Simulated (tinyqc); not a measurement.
Worked calculation (part 1 of 3): ROHF in the 6-311g basis, for H2, spin multiplicity 3. Computed by tinyqc, a small Python program that keeps every step (integrals from PySCF). Settings: charge = 0, multiplicity = 3, basis = 6-311g, energy threshold = 1e-09, iteration cap = 81, orthogonalisation = symmetric, start = core, DIIS depth = 6, method = ROHF. Command: `OMP_NUM_THREADS=1 python tinyqc.py 25985 25986 out.jsonl` (the two numbers bound the seeds that draw the settings). One thread of a shared host (Intel(R) Xeon(R) Processor @ 2.60GHz), about 0.09 s of CPU time with the checks. Later iterations appear only in the table of the cycle.

## One-electron integrals

Geometry (angstrom):
```
atom         x         y         z
H     0.000000  0.000000  0.000000
H     0.000000  0.000000  1.294000
```

Basis 6-311g: exponents (1/bohr^2) and contraction coefficients of normalised primitives:
```
element  l (shell)   exponent  coefficient
H            s (1)  33.865000     0.025494
H            s (1)   5.094790     0.190373
H            s (1)   1.158790     0.852161
H            s (2)   0.325840     1.000000
H            s (3)   0.102741     1.000000
```

Overlap, kinetic and nuclear-attraction integrals over the contracted functions; the nuclear repulsion is the sum of Za Zb / Rab.

nuclear repulsion = 0.40894684 hartree

overlap S, order 1H 1s, 1H 2s, 1H 3s, 2H 1s, 2H 2s, 2H 3s:
$$\begin{pmatrix}
1.000000 & 0.706377 & 0.373664 & 0.023518 & 0.150577 & 0.211906 \\
0.706377 & 1.000000 & 0.788963 & 0.150577 & 0.377501 & 0.494551 \\
0.373664 & 0.788963 & 1.000000 & 0.211906 & 0.494551 & 0.735525 \\
0.023518 & 0.150577 & 0.211906 & 1.000000 & 0.706377 & 0.373664 \\
0.150577 & 0.377501 & 0.494551 & 0.706377 & 1.000000 & 0.788963 \\
0.211906 & 0.494551 & 0.735525 & 0.373664 & 0.788963 & 1.000000
\end{pmatrix}$$

kinetic energy T (hartree), order 1H 1s, 1H 2s, 1H 3s, 2H 1s, 2H 2s, 2H 3s:
$$\begin{pmatrix}
2.304348 & 0.549119 & 0.106346 & -0.058006 & -0.003597 & 0.037492 \\
0.549119 & 0.488760 & 0.184881 & -0.003597 & 0.064678 & 0.079804 \\
0.106346 & 0.184881 & 0.154112 & 0.037492 & 0.079804 & 0.090140 \\
-0.058006 & -0.003597 & 0.037492 & 2.304348 & 0.549119 & 0.106346 \\
-0.003597 & 0.064678 & 0.079804 & 0.549119 & 0.488760 & 0.184881 \\
0.037492 & 0.079804 & 0.090140 & 0.106346 & 0.184881 & 0.154112
\end{pmatrix}$$

nuclear attraction V (hartree), order 1H 1s, 1H 2s, 1H 3s, 2H 1s, 2H 2s, 2H 3s:
$$\begin{pmatrix}
-2.520043 & -1.349590 & -0.667789 & -0.038867 & -0.273800 & -0.380840 \\
-1.349590 & -1.317706 & -0.897848 & -0.273800 & -0.517003 & -0.591507 \\
-0.667789 & -0.897848 & -0.872606 & -0.380840 & -0.591507 & -0.682003 \\
-0.038867 & -0.273800 & -0.380840 & -2.520043 & -1.349590 & -0.667789 \\
-0.273800 & -0.517003 & -0.591507 & -1.349590 & -1.317706 & -0.897848 \\
-0.380840 & -0.591507 & -0.682003 & -0.667789 & -0.897848 & -0.872606
\end{pmatrix}$$

core Hamiltonian H = T + V (hartree), order 1H 1s, 1H 2s, 1H 3s, 2H 1s, 2H 2s, 2H 3s:
$$\begin{pmatrix}
-0.215695 & -0.800471 & -0.561443 & -0.096873 & -0.277397 & -0.343348 \\
-0.800471 & -0.828946 & -0.712967 & -0.277397 & -0.452325 & -0.511702 \\
-0.561443 & -0.712967 & -0.718495 & -0.343348 & -0.511702 & -0.591863 \\
-0.096873 & -0.277397 & -0.343348 & -0.215695 & -0.800471 & -0.561443 \\
-0.277397 & -0.452325 & -0.511702 & -0.800471 & -0.828946 & -0.712967 \\
-0.343348 & -0.511702 & -0.591863 & -0.561443 & -0.712967 & -0.718495
\end{pmatrix}$$

## Two-electron integrals

Functions are numbered as in S; the eight-fold symmetry (ij|kl) = (ji|kl) = (kl|ij) leaves the list below.

Two-electron integrals (ij|kl) in chemists' order, unique and non-zero (hartree):
```
(11|11) 1.393035   (21|11) 0.822971   (21|21) 0.509703   (22|11) 0.822904
(22|21) 0.543028   (22|22) 0.644106   (31|11) 0.411256   (31|21) 0.257757
(31|22) 0.279868   (31|31) 0.130794   (32|11) 0.543681   (32|21) 0.365771
(32|22) 0.452669   (32|31) 0.189803   (32|32) 0.325140   (33|11) 0.494021
(33|21) 0.340115   (33|22) 0.445993   (33|31) 0.178035   (33|32) 0.331779
(33|33) 0.361682   (41|11) 0.018386   (41|21) 0.012377   (41|22) 0.015067
(41|31) 0.006414   (41|32) 0.010651   (41|33) 0.010530   (41|41) 0.000667
(42|11) 0.077366   (42|21) 0.054113   (42|22) 0.072819   (42|31) 0.028471
(42|32) 0.054441   (42|33) 0.058829   (42|41) 0.003313   (42|42) 0.022659
(43|11) 0.093611   (43|21) 0.065829   (43|22) 0.090573   (43|31) 0.034730
(43|32) 0.068924   (43|33) 0.077159   (43|41) 0.003963   (43|42) 0.030064
(43|43) 0.041941   (44|11) 0.408903   (44|21) 0.288670   (44|22) 0.404040
(44|31) 0.152613   (44|32) 0.311371   (44|33) 0.355749   (44|41) 0.018386
(44|42) 0.159634   (44|43) 0.230457   (44|44) 1.393035   (51|11) 0.159634
(51|21) 0.100866   (51|22) 0.110909   (51|31) 0.051301   (51|32) 0.075553
(51|33) 0.071268   (51|41) 0.003313   (51|42) 0.014661   (51|43) 0.017569
(51|44) 0.077366   (51|51) 0.022659   (52|11) 0.244600   (52|21) 0.165913
(52|22) 0.208830   (52|31) 0.086337   (52|32) 0.151202   (52|33) 0.156126
(52|41) 0.007136   (52|42) 0.040253   (52|43) 0.051575   (52|44) 0.244600
(52|51) 0.040253   (52|52) 0.091789   (53|11) 0.237117   (53|21) 0.164135
(53|22) 0.217796   (53|31) 0.086084   (53|32) 0.162954   (53|33) 0.178985
(53|41) 0.007520   (53|42) 0.048665   (53|43) 0.066270   (53|44) 0.326759
(53|51) 0.040324   (53|52) 0.103491   (53|53) 0.127755   (54|11) 0.288670
(54|21) 0.203559   (54|22) 0.283416   (54|31) 0.107547   (54|32) 0.217751
(54|33) 0.248394   (54|41) 0.012377   (54|42) 0.100866   (54|43) 0.144785
(54|44) 0.822971   (54|51) 0.054113   (54|52) 0.165913   (54|53) 0.220678
(54|54) 0.509703   (55|11) 0.404040   (55|21) 0.283416   (55|22) 0.389162
(55|31) 0.149411   (55|32) 0.297259   (55|33) 0.338742   (55|41) 0.015067
(55|42) 0.110909   (55|43) 0.157820   (55|44) 0.822904   (55|51) 0.072819
(55|52) 0.208830   (55|53) 0.275566   (55|54) 0.543028   (55|55) 0.644106
(61|11) 0.230457   (61|21) 0.144785   (61|22) 0.157820   (61|31) 0.073520
(61|32) 0.107187   (61|33) 0.100731   (61|41) 0.003963   (61|42) 0.017569
(61|43) 0.021303   (61|44) 0.093611   (61|51) 0.030064   (61|52) 0.051575
(61|53) 0.051513   (61|54) 0.065829   (61|55) 0.090573   (61|61) 0.041941
(62|11) 0.326759   (62|21) 0.220678   (62|22) 0.275566   (62|31) 0.114673
(62|32) 0.198915   (62|33) 0.204709   (62|41) 0.007520   (62|42) 0.040324
(62|43) 0.051513   (62|44) 0.237117   (62|51) 0.048665   (62|52) 0.103491
(62|53) 0.114390   (62|54) 0.164135   (62|55) 0.217796   (62|61) 0.066270
(62|62) 0.127755   (63|11) 0.331436   (63|21) 0.229195   (63|22) 0.304196
(63|31) 0.120183   (63|32) 0.228145   (63|33) 0.253012   (63|41) 0.008476
(63|42) 0.051629   (63|43) 0.069762   (63|44) 0.331436   (63|51) 0.051629
(63|52) 0.123835   (63|53) 0.150147   (63|54) 0.229195   (63|55) 0.304196
(63|61) 0.069762   (63|62) 0.150147   (63|63) 0.195669   (64|11) 0.152613
(64|21) 0.107547   (64|22) 0.149411   (64|31) 0.056802   (64|32) 0.114672
(64|33) 0.130754   (64|41) 0.006414   (64|42) 0.051301   (64|43) 0.073520
(64|44) 0.411256   (64|51) 0.028471   (64|52) 0.086337   (64|53) 0.114673
(64|54) 0.257757   (64|55) 0.279868   (64|61) 0.034730   (64|62) 0.086084
(64|63) 0.120183   (64|64) 0.130794   (65|11) 0.311371   (65|21) 0.217751
(65|22) 0.297259   (65|31) 0.114672   (65|32) 0.226703   (65|33) 0.258932
(65|41) 0.010651   (65|42) 0.075553   (65|43) 0.107187   (65|44) 0.543681
(65|51) 0.054441   (65|52) 0.151202   (65|53) 0.198915   (65|54) 0.365771
(65|55) 0.452669   (65|61) 0.068924   (65|62) 0.162954   (65|63) 0.228145
(65|64) 0.189803   (65|65) 0.325140   (66|11) 0.355749   (66|21) 0.248394
(66|22) 0.338742   (66|31) 0.130754   (66|32) 0.258932   (66|33) 0.299487
(66|41) 0.010530   (66|42) 0.071268   (66|43) 0.100731   (66|44) 0.494021
(66|51) 0.058829   (66|52) 0.156126   (66|53) 0.204709   (66|54) 0.340115
(66|55) 0.445993   (66|61) 0.077159   (66|62) 0.178985   (66|63) 0.253012
(66|64) 0.178035   (66|65) 0.331779   (66|66) 0.361682
```

## Orthogonalisation

S = U s U^T; symmetric (Loewdin) form X = U s^(-1/2) U^T, so that X^T S X = 1.

eigenvalues of S: [0.062621, 0.129440, 0.339589, 0.707154, 1.461247, 3.299950]

X, order 1H 1s, 1H 2s, 1H 3s, 2H 1s, 2H 2s, 2H 3s:
$$\begin{pmatrix}
1.372495 & -0.744432 & 0.204032 & 0.021036 & 0.039436 & -0.056492 \\
-0.744432 & 2.111060 & -1.006468 & 0.039436 & -0.222884 & 0.179796 \\
0.204032 & -1.006468 & 2.045728 & -0.056492 & 0.179796 & -0.808287 \\
0.021036 & 0.039436 & -0.056492 & 1.372495 & -0.744432 & 0.204032 \\
0.039436 & -0.222884 & 0.179796 & -0.744432 & 2.111060 & -1.006468 \\
-0.056492 & 0.179796 & -0.808287 & 0.204032 & -1.006468 & 2.045728
\end{pmatrix}$$

## Starting guess

The start is the orbitals of the core Hamiltonian; D(s) = C_occ C_occ^T for each spin.

D(alpha) at the start, order 1H 1s, 1H 2s, 1H 3s, 2H 1s, 2H 2s, 2H 3s:
$$\begin{pmatrix}
0.070377 & 0.175483 & 0.089408 & -0.011343 & -0.035494 & -0.059612 \\
0.175483 & 0.438319 & 0.227693 & -0.035494 & -0.106361 & -0.157035 \\
0.089408 & 0.227693 & 0.143393 & -0.059612 & -0.157035 & -0.128354 \\
-0.011343 & -0.035494 & -0.059612 & 0.070377 & 0.175483 & 0.089408 \\
-0.035494 & -0.106361 & -0.157035 & 0.175483 & 0.438319 & 0.227693 \\
-0.059612 & -0.157035 & -0.128354 & 0.089408 & 0.227693 & 0.143393
\end{pmatrix}$$

D(beta) at the start, order 1H 1s, 1H 2s, 1H 3s, 2H 1s, 2H 2s, 2H 3s:
$$\begin{pmatrix}
0.000000 & 0.000000 & 0.000000 & 0.000000 & 0.000000 & 0.000000 \\
0.000000 & 0.000000 & 0.000000 & 0.000000 & 0.000000 & 0.000000 \\
0.000000 & 0.000000 & 0.000000 & 0.000000 & 0.000000 & 0.000000 \\
0.000000 & 0.000000 & 0.000000 & 0.000000 & 0.000000 & 0.000000 \\
0.000000 & 0.000000 & 0.000000 & 0.000000 & 0.000000 & 0.000000 \\
0.000000 & 0.000000 & 0.000000 & 0.000000 & 0.000000 & 0.000000
\end{pmatrix}$$

## Iteration 1: building the Fock matrix

J_ij = sum D_kl (ij|kl) with D = D(alpha) + D(beta), K_ij = sum D_kl (ik|jl) for each spin; F = H + J - K(s); E = tr D H + tr D J / 2 - 0.5 sum_s tr D(s) K(s) + E_nn.

Coulomb J (hartree), order 1H 1s, 1H 2s, 1H 3s, 2H 1s, 2H 2s, 2H 3s:
$$\begin{pmatrix}
1.296725 & 0.854868 & 0.441546 & 0.029651 & 0.185552 & 0.253780 \\
0.854868 & 1.039635 & 0.749281 & 0.185552 & 0.412822 & 0.489558 \\
0.441546 & 0.749281 & 0.779988 & 0.253780 & 0.489558 & 0.602487 \\
0.029651 & 0.185552 & 0.253780 & 1.296725 & 0.854868 & 0.441546 \\
0.185552 & 0.412822 & 0.489558 & 0.854868 & 1.039635 & 0.749281 \\
0.253780 & 0.489558 & 0.602487 & 0.441546 & 0.749281 & 0.779988
\end{pmatrix}$$

exchange K(alpha) (hartree), order 1H 1s, 1H 2s, 1H 3s, 2H 1s, 2H 2s, 2H 3s:
$$\begin{pmatrix}
0.708730 & 0.642981 & 0.418158 & 0.035741 & 0.153418 & 0.227629 \\
0.642981 & 0.675064 & 0.483310 & 0.153418 & 0.274037 & 0.315601 \\
0.418158 & 0.483310 & 0.381434 & 0.227629 & 0.315601 & 0.306866 \\
0.035741 & 0.153418 & 0.227629 & 0.708730 & 0.642981 & 0.418158 \\
0.153418 & 0.274037 & 0.315601 & 0.642981 & 0.675064 & 0.483310 \\
0.227629 & 0.315601 & 0.306866 & 0.418158 & 0.483310 & 0.381434
\end{pmatrix}$$

exchange K(beta) (hartree), order 1H 1s, 1H 2s, 1H 3s, 2H 1s, 2H 2s, 2H 3s:
$$\begin{pmatrix}
0.000000 & 0.000000 & 0.000000 & 0.000000 & 0.000000 & 0.000000 \\
0.000000 & 0.000000 & 0.000000 & 0.000000 & 0.000000 & 0.000000 \\
0.000000 & 0.000000 & 0.000000 & 0.000000 & 0.000000 & 0.000000 \\
0.000000 & 0.000000 & 0.000000 & 0.000000 & 0.000000 & 0.000000 \\
0.000000 & 0.000000 & 0.000000 & 0.000000 & 0.000000 & 0.000000 \\
0.000000 & 0.000000 & 0.000000 & 0.000000 & 0.000000 & 0.000000
\end{pmatrix}$$

F(alpha) (hartree), order 1H 1s, 1H 2s, 1H 3s, 2H 1s, 2H 2s, 2H 3s:
$$\begin{pmatrix}
0.372300 & -0.588584 & -0.538054 & -0.102963 & -0.245263 & -0.317197 \\
-0.588584 & -0.464374 & -0.446996 & -0.245263 & -0.313539 & -0.337745 \\
-0.538054 & -0.446996 & -0.319940 & -0.317197 & -0.337745 & -0.296242 \\
-0.102963 & -0.245263 & -0.317197 & 0.372300 & -0.588584 & -0.538054 \\
-0.245263 & -0.313539 & -0.337745 & -0.588584 & -0.464374 & -0.446996 \\
-0.317197 & -0.337745 & -0.296242 & -0.538054 & -0.446996 & -0.319940
\end{pmatrix}$$

F(beta) (hartree), order 1H 1s, 1H 2s, 1H 3s, 2H 1s, 2H 2s, 2H 3s:
$$\begin{pmatrix}
1.081030 & 0.054397 & -0.119896 & -0.067222 & -0.091845 & -0.089567 \\
0.054397 & 0.210690 & 0.036314 & -0.091845 & -0.039503 & -0.022144 \\
-0.119896 & 0.036314 & 0.061494 & -0.089567 & -0.022144 & 0.010624 \\
-0.067222 & -0.091845 & -0.089567 & 1.081030 & 0.054397 & -0.119896 \\
-0.091845 & -0.039503 & -0.022144 & 0.054397 & 0.210690 & 0.036314 \\
-0.089567 & -0.022144 & 0.010624 & -0.119896 & 0.036314 & 0.061494
\end{pmatrix}$$

total energy of this density = -0.92781406 hartree

## Iteration 1: Roothaan effective Fock matrix

With projectors Pc = D(beta) S, Po = (D(alpha) - D(beta)) S, Pv = 1 - D(alpha) S, the block xy is Px^T F Py; with Fc = (F(alpha) + F(beta))/2, the blocks are Fc for cc, oo, vv and cv, F(beta) for co and F(alpha) for ov.

effective F (hartree), order 1H 1s, 1H 2s, 1H 3s, 2H 1s, 2H 2s, 2H 3s:
$$\begin{pmatrix}
0.633235 & -0.317478 & -0.338095 & -0.083971 & -0.174165 & -0.210520 \\
-0.317478 & -0.110626 & -0.154348 & -0.174165 & -0.165067 & -0.152681 \\
-0.338095 & -0.154348 & -0.055968 & -0.210520 & -0.152681 & -0.092948 \\
-0.083971 & -0.174165 & -0.210520 & 0.633235 & -0.317478 & -0.338095 \\
-0.174165 & -0.165067 & -0.152681 & -0.317478 & -0.110626 & -0.154348 \\
-0.210520 & -0.152681 & -0.092948 & -0.338095 & -0.154348 & -0.055968
\end{pmatrix}$$

## Iteration 1: diagonalisation and new density

Diagonalise F' = X^T F X, C = X C', fill 2 alpha and 0 beta electrons from the bottom; D(s) = C_occ C_occ^T. Each column has its largest component positive (the first on a tie).

F' = X^T F X (hartree):
$$\begin{pmatrix}
1.645521 & -1.225372 & -0.008464 & 0.085136 & -0.042475 & -0.101646 \\
-1.225372 & 0.950941 & -0.305523 & -0.042475 & -0.134695 & 0.025891 \\
-0.008464 & -0.305523 & 0.239972 & -0.101646 & 0.025891 & -0.096690 \\
0.085136 & -0.042475 & -0.101646 & 1.645521 & -1.225372 & -0.008464 \\
-0.042475 & -0.134695 & 0.025891 & -1.225372 & 0.950941 & -0.305523 \\
-0.101646 & 0.025891 & -0.096690 & -0.008464 & -0.305523 & 0.239972
\end{pmatrix}$$

orbital energies (hartree): MO1 -0.277794, MO2 -0.007809, MO3 0.344723, MO4 0.425038, MO5 2.565454, MO6 2.623256

coefficients C, order 1H 1s, 1H 2s, 1H 3s, 2H 1s, 2H 2s, 2H 3s:
$$\begin{pmatrix}
0.174416 & 0.182878 & -0.032835 & -0.062849 & -1.103172 & -1.094924 \\
0.343593 & 0.422334 & -0.910252 & -1.032129 & 1.578235 & 1.194233 \\
0.150957 & 0.584766 & 0.946026 & 1.898622 & -0.929265 & -0.447721 \\
0.174416 & -0.182878 & -0.032835 & 0.062849 & 1.103172 & -1.094924 \\
0.343593 & -0.422334 & -0.910252 & 1.032129 & -1.578235 & 1.194233 \\
0.150957 & -0.584766 & 0.946026 & -1.898622 & 0.929265 & -0.447721
\end{pmatrix}$$

D(alpha) after iteration 1, order 1H 1s, 1H 2s, 1H 3s, 2H 1s, 2H 2s, 2H 3s:
$$\begin{pmatrix}
0.063865 & 0.137164 & 0.133270 & -0.003023 & -0.017307 & -0.080611 \\
0.137164 & 0.296422 & 0.298834 & -0.017307 & -0.060310 & -0.195099 \\
0.133270 & 0.298834 & 0.364740 & -0.080611 & -0.195099 & -0.319164 \\
-0.003023 & -0.017307 & -0.080611 & 0.063865 & 0.137164 & 0.133270 \\
-0.017307 & -0.060310 & -0.195099 & 0.137164 & 0.296422 & 0.298834 \\
-0.080611 & -0.195099 & -0.319164 & 0.133270 & 0.298834 & 0.364740
\end{pmatrix}$$

D(beta) after iteration 1, order 1H 1s, 1H 2s, 1H 3s, 2H 1s, 2H 2s, 2H 3s:
$$\begin{pmatrix}
0.000000 & 0.000000 & 0.000000 & 0.000000 & 0.000000 & 0.000000 \\
0.000000 & 0.000000 & 0.000000 & 0.000000 & 0.000000 & 0.000000 \\
0.000000 & 0.000000 & 0.000000 & 0.000000 & 0.000000 & 0.000000 \\
0.000000 & 0.000000 & 0.000000 & 0.000000 & 0.000000 & 0.000000 \\
0.000000 & 0.000000 & 0.000000 & 0.000000 & 0.000000 & 0.000000 \\
0.000000 & 0.000000 & 0.000000 & 0.000000 & 0.000000 & 0.000000
\end{pmatrix}$$

## Iteration 2: building the Fock matrix

As before.

Coulomb J (hartree), order 1H 1s, 1H 2s, 1H 3s, 2H 1s, 2H 2s, 2H 3s:
$$\begin{pmatrix}
1.233350 & 0.816550 & 0.422359 & 0.028253 & 0.176993 & 0.242515 \\
0.816550 & 1.001838 & 0.725382 & 0.176993 & 0.396386 & 0.472630 \\
0.422359 & 0.725382 & 0.761536 & 0.242515 & 0.472630 & 0.586637 \\
0.028253 & 0.176993 & 0.242515 & 1.233350 & 0.816550 & 0.422359 \\
0.176993 & 0.396386 & 0.472630 & 0.816550 & 1.001838 & 0.725382 \\
0.242515 & 0.472630 & 0.586637 & 0.422359 & 0.725382 & 0.761536
\end{pmatrix}$$

exchange K(alpha) (hartree), order 1H 1s, 1H 2s, 1H 3s, 2H 1s, 2H 2s, 2H 3s:
$$\begin{pmatrix}
0.639320 & 0.596341 & 0.402862 & 0.043906 & 0.151141 & 0.220044 \\
0.596341 & 0.646341 & 0.481361 & 0.151141 & 0.266865 & 0.311913 \\
0.402862 & 0.481361 & 0.395483 & 0.220044 & 0.311913 & 0.313786 \\
0.043906 & 0.151141 & 0.220044 & 0.639320 & 0.596341 & 0.402862 \\
0.151141 & 0.266865 & 0.311913 & 0.596341 & 0.646341 & 0.481361 \\
0.220044 & 0.311913 & 0.313786 & 0.402862 & 0.481361 & 0.395483
\end{pmatrix}$$

exchange K(beta) (hartree), order 1H 1s, 1H 2s, 1H 3s, 2H 1s, 2H 2s, 2H 3s:
$$\begin{pmatrix}
0.000000 & 0.000000 & 0.000000 & 0.000000 & 0.000000 & 0.000000 \\
0.000000 & 0.000000 & 0.000000 & 0.000000 & 0.000000 & 0.000000 \\
0.000000 & 0.000000 & 0.000000 & 0.000000 & 0.000000 & 0.000000 \\
0.000000 & 0.000000 & 0.000000 & 0.000000 & 0.000000 & 0.000000 \\
0.000000 & 0.000000 & 0.000000 & 0.000000 & 0.000000 & 0.000000 \\
0.000000 & 0.000000 & 0.000000 & 0.000000 & 0.000000 & 0.000000
\end{pmatrix}$$

F(alpha) (hartree), order 1H 1s, 1H 2s, 1H 3s, 2H 1s, 2H 2s, 2H 3s:
$$\begin{pmatrix}
0.378335 & -0.580262 & -0.541946 & -0.112526 & -0.251545 & -0.320876 \\
-0.580262 & -0.473449 & -0.468946 & -0.251545 & -0.322804 & -0.350985 \\
-0.541946 & -0.468946 & -0.352441 & -0.320876 & -0.350985 & -0.319012 \\
-0.112526 & -0.251545 & -0.320876 & 0.378335 & -0.580262 & -0.541946 \\
-0.251545 & -0.322804 & -0.350985 & -0.580262 & -0.473449 & -0.468946 \\
-0.320876 & -0.350985 & -0.319012 & -0.541946 & -0.468946 & -0.352441
\end{pmatrix}$$

F(beta) (hartree), order 1H 1s, 1H 2s, 1H 3s, 2H 1s, 2H 2s, 2H 3s:
$$\begin{pmatrix}
1.017655 & 0.016079 & -0.139084 & -0.068620 & -0.100404 & -0.100833 \\
0.016079 & 0.172892 & 0.012415 & -0.100404 & -0.055939 & -0.039072 \\
-0.139084 & 0.012415 & 0.043041 & -0.100833 & -0.039072 & -0.005226 \\
-0.068620 & -0.100404 & -0.100833 & 1.017655 & 0.016079 & -0.139084 \\
-0.100404 & -0.055939 & -0.039072 & 0.016079 & 0.172892 & 0.012415 \\
-0.100833 & -0.039072 & -0.005226 & -0.139084 & 0.012415 & 0.043041
\end{pmatrix}$$

total energy of this density = -0.93648346 hartree

## Iteration 2: Roothaan effective Fock matrix

As before.

effective F (hartree), order 1H 1s, 1H 2s, 1H 3s, 2H 1s, 2H 2s, 2H 3s:
$$\begin{pmatrix}
0.607717 & -0.339396 & -0.355750 & -0.087538 & -0.178328 & -0.216413 \\
-0.339396 & -0.150732 & -0.187019 & -0.178328 & -0.177888 & -0.170080 \\
-0.355750 & -0.187019 & -0.083447 & -0.216413 & -0.170080 & -0.113554 \\
-0.087538 & -0.178328 & -0.216413 & 0.607717 & -0.339396 & -0.355750 \\
-0.178328 & -0.177888 & -0.170080 & -0.339396 & -0.150732 & -0.187019 \\
-0.216413 & -0.170080 & -0.113554 & -0.355750 & -0.187019 & -0.083447
\end{pmatrix}$$

## Iteration 2: DIIS over 2 matrices

error matrix X^T (FDS - SDF) X:
$$\begin{pmatrix}
0.000000 & 0.007654 & 0.002016 & 0.000000 & -0.000950 & 0.000427 \\
-0.007654 & 0.000000 & -0.005916 & 0.000950 & 0.000000 & 0.001198 \\
-0.002016 & 0.005916 & 0.000000 & -0.000427 & -0.001198 & 0.000000 \\
0.000000 & -0.000950 & 0.000427 & 0.000000 & 0.007654 & 0.002016 \\
0.000950 & 0.000000 & 0.001198 & -0.007654 & 0.000000 & -0.005916 \\
-0.000427 & -0.001198 & 0.000000 & -0.002016 & 0.005916 & 0.000000
\end{pmatrix}$$

B (overlaps of the stored error matrices):
$$\begin{pmatrix}
1.0575593e-02 & -5.2743882e-05 \\
-5.2743882e-05 & 4.0066794e-04
\end{pmatrix}$$

Minimise |sum c_i e_i|^2 with sum c_i = 1: solve [B -1; -1 0][c; lambda] = [0; -1] with B_ij = tr e_i^T e_j, and take F = sum c_i F_i.

DIIS coefficients: [0.040915, 0.959085]

extrapolated F (hartree), order 1H 1s, 1H 2s, 1H 3s, 2H 1s, 2H 2s, 2H 3s:
$$\begin{pmatrix}
0.608761 & -0.338499 & -0.355027 & -0.087392 & -0.178157 & -0.216172 \\
-0.338499 & -0.149091 & -0.185682 & -0.178157 & -0.177364 & -0.169368 \\
-0.355027 & -0.185682 & -0.082323 & -0.216172 & -0.169368 & -0.112711 \\
-0.087392 & -0.178157 & -0.216172 & 0.608761 & -0.338499 & -0.355027 \\
-0.178157 & -0.177364 & -0.169368 & -0.338499 & -0.149091 & -0.185682 \\
-0.216172 & -0.169368 & -0.112711 & -0.355027 & -0.185682 & -0.082323
\end{pmatrix}$$
